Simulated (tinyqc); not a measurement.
Polar nitride quantum well with polarisation fields: sweeps and comparisons. A value that a table varies takes the place of the one given here.

Growth along [0001]. e_par = (a_sub - a)/a, Ppz = 2 e_par (e31 - e33 C13/C33), P = Psp + Ppz in each layer; strain relaxation and the strain shift of the gaps are left out, although thick layers with more than about 1 % mismatch would relax.

In a periodic stack without free charge the potential drop over a period vanishes: F_w = (P_b - P_w) Lb/(eps0 (eps_w Lb + eps_b Lw)), F_b = -F_w Lw/Lb, eps0 = 8.8541878e-12 F/m; 1 MV/cm = 1e8 V/m = 0.01 V/angstrom.

Envelope functions on cells of 0.25 angstrom over barrier, well, barrier (widths Lb, Lw, Lb), psi = 0 beyond, psi'/m continuous (mean mass between points), c = hbar^2/2m0. With u(z) the integral of e F (F_w in the well, F_b = -F_w Lw/Lb in the barriers, 1 MV/cm = 0.01 V/angstrom), zero at the centre of the well, the electron sees u plus Vc in the barriers and the hole -u plus Vv. The transition is Eg + E_e + E_h; excitons are left out.

Constants: hbar^2/2m0 = 3.80998211 eV angstrom^2; hc = 1239.841984 eV nm.

Values chosen for the exercise (near those of an InGaN well in GaN; not measured data):

| symbol | value | unit | meaning |
|---|---|---|---|
| a_w | 3.274 | angstrom | lattice constant a, well |
| a_b | 3.189 | angstrom | lattice constant a, barrier |
| a_sub | 3.189 | angstrom | in-plane lattice constant of the stack |
| Psp_w | -0.0295 | C/m^2 | spontaneous polarisation |
| Psp_b | -0.0336 | C/m^2 | spontaneous polarisation |
| e31_w | -0.356 | C/m^2 |  |
| e31_b | -0.349 | C/m^2 |  |
| e33_w | 0.708 | C/m^2 |  |
| e33_b | 0.677 | C/m^2 |  |
| C_w | 0.286 |  | C13/C33 |
| C_b | 0.27 |  | C13/C33 |
| eps_w | 11.2 |  | dielectric constant |
| eps_b | 10.4 |  | dielectric constant |
| Lb | 90 | angstrom | barrier width |
| Eg | 2.525 | eV | gap of the well |
| Vc | 0.622 | eV | conduction offset |
| Vv | 0.293 | eV | valence offset |
| me | 0.169 | m0 | electron, well |
| meb | 0.2 | m0 | electron, barrier |
| mh | 1.79 | m0 | hole, everywhere |
| Ls | (12, 18, 24, 30, 36, 45) | angstrom | well widths |
| Lw | 21 | angstrom | well width |

## Width of the well

Field, levels and overlap anew for each width.

Results:

| Lw (angstrom) | F_w (MV/cm) | E (eV) | E without field (eV) | overlap^2 | ln overlap^2 |
|---|---|---|---|---|---|
| 12 | -2.970 | 2.8499 | 2.9177 | 0.604 | -0.50 |
| 18 | -2.815 | 2.6462 | 2.7840 | 0.363 | -1.01 |
| 24 | -2.675 | 2.4842 | 2.7073 | 0.162 | -1.82 |
| 30 | -2.549 | 2.3450 | 2.6599 | 0.0578 | -2.85 |
| 36 | -2.434 | 2.2200 | 2.6287 | 0.0168 | -4.08 |
| 45 | -2.279 | 2.0525 | 2.5988 | 0.00195 | -6.24 |

How do the results move?

The red shift grows from 68 to 546 meV. The line drops below Eg between 18 and 24 angstrom, which a square well can never do. Over the last two rows dE/dLw = -18.6 meV per angstrom, against -|e F_w| = -22.8 in the last row; the field itself weakens by 23 % over the table, since a wider well shares the drop with the barrier. The overlap falls by a factor 310.

## Screening the field

F_w = -2.7433 MV/cm

Carriers or a semipolar orientation reduce the field; here it is simply scaled in well and barrier.

Results:

| share of the field | F_w (MV/cm) | E (eV) | nm | overlap^2 | separation (angstrom) |
|---|---|---|---|---|---|
| 1.0 | -2.743 | 2.5615 | 484.0 | 0.25 | 11.9 |
| 0.8 | -2.195 | 2.6168 | 473.8 | 0.35 | 10.4 |
| 0.6 | -1.646 | 2.6649 | 465.3 | 0.48 | 8.7 |
| 0.4 | -1.097 | 2.7039 | 458.5 | 0.65 | 6.6 |
| 0.2 | -0.549 | 2.7308 | 454.0 | 0.84 | 3.7 |
| 0.0 | 0.000 | 2.7407 | 452.4 | 0.94 | 0.0 |

What can be read from the table?

Full screening shifts the line by -31.6 nm (+179 meV). The first fifth of the screening gives 55 meV and the last fifth 10 meV; a purely quadratic shift would give a ratio of 9, a linear one 1, and here it is 5.6.

## What each parameter does

Polarisation, field, levels and overlap anew. Each row changes one parameter from the base and keeps the others.

Results:

| case | F_w (MV/cm) | E (eV) | overlap^2 | red shift (meV) |
|---|---|---|---|---|
| base | -2.743 | 2.5615 | 0.25 | 179 |
| Lw = 26 angstrom | -2.632 | 2.4358 | 0.12 | 253 |
| Lb = 75 angstrom | -2.649 | 2.5726 | 0.27 | 168 |
| a_sub = 3.199 angstrom | -2.737 | 2.5622 | 0.25 | 179 |
| Psp_b = -0.037 C/m^2 | -3.025 | 2.5308 | 0.21 | 210 |
| e33_w = 0.779 C/m^2 | -2.831 | 2.5522 | 0.24 | 189 |
| eps_w = 12.3 | -2.538 | 2.5829 | 0.28 | 158 |
| mh = 1.25 m0 | -2.743 | 2.5796 | 0.29 | 171 |
| Vc = 0.529 eV | -2.743 | 2.5422 | 0.23 | 186 |

What does this show?

The largest shifts from the base row, up to three for each result and ties (the steps differ in size, so this ranks the rows, not the parameters). F_w (MV/cm): Psp_b -0.282, eps_w +0.205, Lw +0.112; unchanged at the printed digits by mh and Vc. E (eV): Lw -0.1257, Psp_b -0.0307, eps_w +0.0214. overlap^2: Lw -0.132, mh +0.0397, Psp_b -0.0390; unchanged at the printed digits by a_sub. red shift (meV): Lw +74, Psp_b +31, eps_w -21; unchanged at the printed digits by a_sub.

(tinyqc, `OMP_NUM_THREADS=1 python tinyqc.py 1280597 1280598 out.jsonl`, Intel(R) Xeon(R) Processor @ 2.30GHz, 1 thread, shared host, about 0.09 s.)
